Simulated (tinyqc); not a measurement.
Inside a calculation. Model: cluster expansion of a binary alloy: correlations, fit, cross-validation and ground states. Computed by tinyqc, a small Python program that keeps every step. Command: `OMP_NUM_THREADS=1 python tinyqc.py 3008908 3008909 out.jsonl clex walk`. One thread of a shared host (Intel(R) Xeon(R) Processor @ 2.30GHz), about 0.06 s of CPU time with the checks. Intermediate numbers are printed to about 6 digits and carried at full precision; extremes and crossings named in words are read from the listed rows.

s = +1 for A and -1 for B. Energy per site E = J0 + J1 P(point) + sum over clusters of m V P, with P the mean product of spins; V > 0 on a pair favours unlike neighbours. Clusters per site m: pair 1 2, pair 2 2, pair 3 2, triplet 4; the triplet is two first-neighbour bonds at a right angle. Formation energies are counted from the line between pure A and pure B, which removes J0 and J1.

Inputs (values chosen for the exercise, for a model alloy):

| quantity | value | unit |
|---|---|---|
| first-pair interaction V1 | -11.4 | meV |
| second-pair interaction V2 | 3.1 | meV |
| third-pair interaction V3 | 0.65 | meV |
| triplet interaction Vt | 2.5 | meV |
| noise amplitude | 0.73 | meV/site |
| temperature T | 600 | K |
| fraction x of B | 0.43 | - |

Lattice: square.

Constants: k_B = 8.617333262e-05 eV/K.

## Design matrix

correlations P, counted on periodic cells:
```
                      point    pair 1    pair 2    pair 3   triplet
A                   1.00000   1.00000   1.00000   1.00000   1.00000
A3B p(2x2)          0.50000   0.00000   0.00000   1.00000  -0.50000
A3B c(4x2)          0.50000   0.00000   0.00000   0.50000  -0.50000
A2B diagonal rows   0.33333  -0.33333   0.33333  -0.33333  -0.33333
A2B rows            0.33333   0.33333  -0.33333   0.33333   0.33333
AB c(2x2)           0.00000  -1.00000   1.00000   1.00000   0.00000
AB p(2x1)           0.00000   0.00000  -1.00000   1.00000   0.00000
A2B2 rows           0.00000   0.50000   0.00000   0.00000   0.00000
AB2 diagonal rows  -0.33333  -0.33333   0.33333  -0.33333   0.33333
AB2 rows           -0.33333   0.33333  -0.33333   0.33333  -0.33333
AB3 p(2x2)         -0.50000   0.00000   0.00000   1.00000   0.50000
AB3 c(4x2)         -0.50000   0.00000   0.00000   0.50000   0.50000
B                  -1.00000   1.00000   1.00000   1.00000  -1.00000
```

Design matrix of formation energies: m (P - 1) for pairs and m (P(triplet) - P(point)) for the triplet; x = (1 - P(point))/2.

X:
```
                     pair 1    pair 2    pair 3   triplet
A                   0.00000   0.00000   0.00000   0.00000
A3B p(2x2)         -2.00000  -2.00000   0.00000  -4.00000
A3B c(4x2)         -2.00000  -2.00000  -1.00000  -4.00000
A2B diagonal rows  -2.66667  -1.33333  -2.66667  -2.66667
A2B rows           -1.33333  -2.66667  -1.33333   0.00000
AB c(2x2)          -4.00000   0.00000   0.00000   0.00000
AB p(2x1)          -2.00000  -4.00000   0.00000   0.00000
A2B2 rows          -1.00000  -2.00000  -2.00000   0.00000
AB2 diagonal rows  -2.66667  -1.33333  -2.66667   2.66667
AB2 rows           -1.33333  -2.66667  -1.33333   0.00000
AB3 p(2x2)         -2.00000  -2.00000   0.00000   4.00000
AB3 c(4x2)         -2.00000  -2.00000  -1.00000   4.00000
B                   0.00000   0.00000   0.00000   0.00000
```

## Formation energies

standard normal numbers for the noise (0 for the pure ends): A 0.000, A3B p(2x2) 0.489, A3B c(4x2) -1.238, A2B diagonal rows 1.178, A2B rows -0.212, AB c(2x2) 0.117, AB p(2x1) -0.708, A2B2 rows 1.429, AB2 diagonal rows 0.211, AB2 rows 0.036, AB3 p(2x2) 1.083, AB3 c(4x2) 0.587, B 0.000

Exact: X V with V = (V1, V2, V3, Vt). The data to fit add the noise amplitude times the normal numbers, standing for what the clusters leave out.

exact energies (meV/site): A 0.0000, A3B p(2x2) 6.6000, A3B c(4x2) 5.9500, A2B diagonal rows 17.8667, A2B rows 6.0667, AB c(2x2) 45.6000, AB p(2x1) 10.4000, A2B2 rows 3.9000, AB2 diagonal rows 31.2000, AB2 rows 6.0667, AB3 p(2x2) 26.6000, AB3 c(4x2) 25.9500, B 0.0000

data (meV/site): A 0.0000, A3B p(2x2) 6.9570, A3B c(4x2) 5.0463, A2B diagonal rows 18.7266, A2B rows 5.9119, AB c(2x2) 45.6854, AB p(2x1) 9.8832, A2B2 rows 4.9432, AB2 diagonal rows 31.3540, AB2 rows 6.0929, AB3 p(2x2) 27.3906, AB3 c(4x2) 26.3785, B 0.0000

## Normal equations for V1, V2, Vt

Leave out pair 3: A = X^T X and b = X^T E (E being the data with noise) over these three columns; solve A V = b. The root-mean-square error runs over the structures between the pure ends.

matrix A:
```
         V1       V2       Vt
V1  54.7778  40.2222   0.0000
V2  40.2222  53.7778   0.0000
Vt   0.0000   0.0000  78.2222
```

b (meV): -488.551  -279.751  200.737

fitted V1, V2, Vt (meV): -11.3110  3.2579  2.5662

root-mean-square error of the three-cluster fit = 0.695048 meV/site

The fit misses V1 by +0.09, V2 by +0.16 and Vt by +0.07 meV; the omitted V3 = 0.65 meV and the noise shift the fitted values.

## Which clusters to keep

For each set, H = X (X^T X)^-1 X^T over the structures between the ends; residual e = E - H E; leave-one-out error e_i/(1 - H_ii); both as root mean squares.

Fits:

| clusters | fit error (meV/site) | leave-one-out error (meV/site) | largest H_ii |
|---|---|---|---|
| V1 | 8.40869 | 9.5005 | 0.292089 |
| V1 V2 | 6.87850 | 7.6100 | 0.647925 |
| V1 V3 | 8.22611 | 10.3222 | 0.516129 |
| V1 V2 Vt | 0.69505 | 1.0026 | 0.647925 |
| V1 Vt | 4.88624 | 5.9533 | 0.292089 |
| V1 V2 V3 | 6.86141 | 8.3366 | 0.755266 |
| V1 V3 Vt | 4.56489 | 6.7531 | 0.516129 |
| V1 V2 V3 Vt | 0.49831 | 0.7753 | 0.755266 |

leave-one-out error without pair 3 = 1.00255 meV/site

leave-one-out error with all four = 0.775304 meV/site

The fit error can only fall as clusters are added, to 0.50 meV with all four. The leave-one-out error is least for V1 V2 V3 Vt (0.78 meV): dropping V2, V3 or Vt makes prediction worse at this noise.

## Ground states by the convex hull

Height above the hull = E less the lowest straight line between two structures that bracket x (or the lowest structure at the same x). The three-term fit is X V with the fitted values.

Hull among these structures (meV/site):

| structure | x | exact E | above hull | fitted E | above hull, fit |
|---|---|---|---|---|---|
| A | 0.00000 | 0.0000 | 0.0000 | 0.0000 | 0.0000 |
| A3B p(2x2) | 0.25000 | 6.6000 | 6.6000 | 5.8412 | 5.8412 |
| A3B c(4x2) | 0.25000 | 5.9500 | 5.9500 | 5.8412 | 5.8412 |
| A2B diagonal rows | 0.33333 | 17.8667 | 17.8667 | 18.9755 | 18.9755 |
| A2B rows | 0.33333 | 6.0667 | 6.0667 | 6.3936 | 6.3936 |
| AB c(2x2) | 0.50000 | 45.6000 | 45.6000 | 45.2439 | 45.2439 |
| AB p(2x1) | 0.50000 | 10.4000 | 10.4000 | 9.5904 | 9.5904 |
| A2B2 rows | 0.50000 | 3.9000 | 3.9000 | 4.7952 | 4.7952 |
| AB2 diagonal rows | 0.66667 | 31.2000 | 31.2000 | 32.6620 | 32.6620 |
| AB2 rows | 0.66667 | 6.0667 | 6.0667 | 6.3936 | 6.3936 |
| AB3 p(2x2) | 0.75000 | 26.6000 | 26.6000 | 26.3711 | 26.3711 |
| AB3 c(4x2) | 0.75000 | 25.9500 | 25.9500 | 26.3711 | 26.3711 |
| B | 1.00000 | 0.0000 | 0.0000 | 0.0000 | 0.0000 |

lowest exact formation energy = 0 meV/site

Only the pure ends are on the exact hull: at zero temperature the alloy separates. The fit finds the same set. A structure at zero height may lie on a tie line without being a vertex, and structures outside this list could lie lower.

## The random alloy and its short-range order

Random alloy: P(pair) = p^2, P(triplet) = p^3, p = 1 - 2x, so H_mix = (p^2 - 1) sum m V(pairs) + (p^3 - p) m Vt; G_mix = H_mix + k_B T [x ln x + (1 - x) ln(1 - x)]. To first order in 1/T the Warren-Cowley parameter of shell 1 is alpha_1 = -(1 - p^2) V_eff/(k_B T), V_eff = V1 + (number of triplets on a first-neighbour bond) p Vt, that number being 4.

mixing enthalpy H_mix = 13.62756 meV/site

mixing free energy G_mix = -21.7026 meV/site

alpha_1 = 0.189618

alpha_1 > 0: like neighbours cluster. Caution: so large an alpha_1 is beyond the first-order expansion.

Checks made by the program: leave-one-out formula against refits (relative difference below 1e-10).
